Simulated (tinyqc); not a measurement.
What each parameter does: strained quantum well: band edges, subbands and transparency.

Growth on (001), barriers unstrained: tr(e) = e (2 - nu2), Z = b e (1 + nu2); Ec = Ev + Eg + ac tr(e), E_HH = Ev + av tr(e) + Z, E_LH = Ev + av tr(e) - Z (coupling to the split-off band left out).

Masses along z: me, 1/(g1 - 2 g2) for HH, 1/(g1 + 2 g2) for LH, likewise in the barrier; in the plane me, 1/(g1 + g2) for HH and 1/(g1 - g2) for LH (no mixing, which understates the hole masses away from k = 0). Level n solves k L + 2 atan[(k/m)/(kappa/mb)] = n pi, k = sqrt(m E/c), kappa = sqrt(mb (V - E)/c), c = hbar^2/2m0.

Transparency (Bernard-Duraffourg): Fc - Fv equals the lowest transition energy with n = p, n = sum m/(2 pi c) kB T ln(1 + exp((Fc - E)/kB T)) and p likewise over the listed subbands; c = hbar^2/2m0, 1/angstrom^2 = 1e16/cm^2.

Constants: hbar^2/2m0 = 3.80998211 eV angstrom^2; kB = 8.617333262e-05 eV/K; hc = 1239.841984 eV nm.

Inputs chosen for the exercise (near those of an InGaAs/AlGaAs well; not measured data):
- e = -0.0071 (strain in the plane)
- nu2 = 0.938 (2 C12/C11)
- Eg = 1.274 eV (unstrained gap of the well)
- Ev = -0.779 eV (its valence edge)
- ac = -6.96 eV
- av = 1.14 eV (Ev moves by av tr(e))
- b = -1.98 eV (shear potential)
- Egb = 1.671 eV (gap of the barrier)
- Evb = -0.905 eV (its valence edge)
- L = 76 angstrom (well width)
- me = 0.0621 m0 (electron mass)
- g1 = 8.28 (gamma1)
- g2 = 2.7 (gamma2)
- meb = 0.084 m0
- g1b = 6.3
- g2b = 1.8
- T = 300 K (temperature)

Edge wavelength, hh1 - lh1 and n_tr. Each row changes one parameter from the base and keeps the others.

Results:

| case | wavelength (nm) | hh1 - lh1 (meV) | n_tr (1e12/cm^2) |
|---|---|---|---|
| base | 908.0 | 71.1 | 0.680 |
| L = 68 angstrom | 901.9 | 72.4 | 0.658 |
| e = -0.0091 | 902.4 | 84.8 | 0.664 |
| Eg = 1.254 eV | 920.6 | 71.1 | 0.679 |
| b = -2.28 eV | 910.7 | 78.7 | 0.668 |
| ac = -6.26 eV | 911.3 | 71.1 | 0.679 |
| me = 0.0683 m0 | 909.1 | 71.1 | 0.719 |
| g1 = 8.78 | 907.2 | 70.1 | 0.654 |
| T = 340 K | 908.0 | 71.1 | 0.804 |

The largest shifts from the base row, up to three for each result and ties (the steps differ in size, so this ranks the rows, not the parameters). wavelength (nm): Eg +12.5, L -6.1, e -5.6; unchanged at the printed digits by T. hh1 - lh1 (meV): e +13.8, b +7.6, L +1.3; unchanged at the printed digits by Eg, ac, me and T. n_tr (1e12/cm^2): T +0.124, me +0.039, g1 -0.025.

Computed by tinyqc, a small Python program: `OMP_NUM_THREADS=1 python tinyqc.py 1252340 1252341 out.jsonl` (the numbers bound the seed that draws the inputs); one thread of a shared host (Intel(R) Xeon(R) Processor @ 2.30GHz), about 0.01 s for the whole set of steps.
